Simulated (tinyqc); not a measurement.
# Minority carriers and saturation current of a heavily doped emitter: approximations to the Fermi level

n-type, parabolic bands, full ionisation. eta = (EF - Ec)/kB T solves N = Nc F12(eta), F12(x) = (2/sqrt(pi)) int_0^infinity sqrt(u)/(1 + exp(u - x)) du. The gap shrinks rigidly by dEg = E1 [ln(N/N0) + sqrt(ln^2(N/N0) + 0.5)], an empirical law that is here taken as the true narrowing.

With u = N/Nc: Boltzmann ln u; Joyce-Dixon ln u + 0.353553 u - 4.95009e-3 u^2 + 1.48386e-4 u^3 - 4.42563e-6 u^4; degenerate limit (3 sqrt(pi) u/4)^(2/3). The Einstein ratio is D/(mu Vt) = F12/Fm, Fm(x) = dF12/dx = (1/sqrt(pi)) int_0^infinity u^(-1/2)/(1 + exp(u - x)) du.

Parameters, values chosen for the exercise:

| symbol | value | unit | meaning |
|---|---|---|---|
| Nc | 2.79e19 | cm^-3 | conduction-band density of states at 300 K |

Approximations to the Fermi level:
```
N (cm^-3)     N/Nc      eta  Boltzmann  Joyce-Dixon  degenerate  D/(mu Vt)
1.8e18     0.06452   -2.718     -2.741       -2.718      0.1945      1.023
3.6e18      0.1290   -2.002     -2.048       -2.002      0.3087      1.045
7.1e18      0.2545   -1.279     -1.369       -1.279      0.4855      1.089
1.4e19      0.5018  -0.5134    -0.6896      -0.5134      0.7634      1.175
2.8e19       1.004   0.3536   0.003578       0.3536       1.212      1.345
5.6e19       2.007    1.388     0.6967        1.388       1.924      1.673
1.1e20       3.943    2.697      1.372        2.697       3.017      2.264
2.2e20       7.885    4.604      2.065        4.601       4.790      3.336
4.4e20       15.77    7.492      2.758        7.411       7.603      5.148
8.7e20       31.18    11.91      3.440        9.966       11.98      8.032
```

Boltzmann is within 0.1 of eta up to N/Nc = 0.25, Joyce-Dixon within 0.01 up to 7.9, and the degenerate limit is off by 0.069 in the last row. The Einstein ratio rises from 1.02 to 8.03: degenerate carriers diffuse faster for the same mobility.

Range of the model: Band tails, non-parabolic bands and incomplete ionisation are left out.

Program tinyqc, `OMP_NUM_THREADS=1 python tinyqc.py 2330087 2330088 out.jsonl`; Intel Xeon 2.30GHz, shared host, one thread, about 0.01 s.
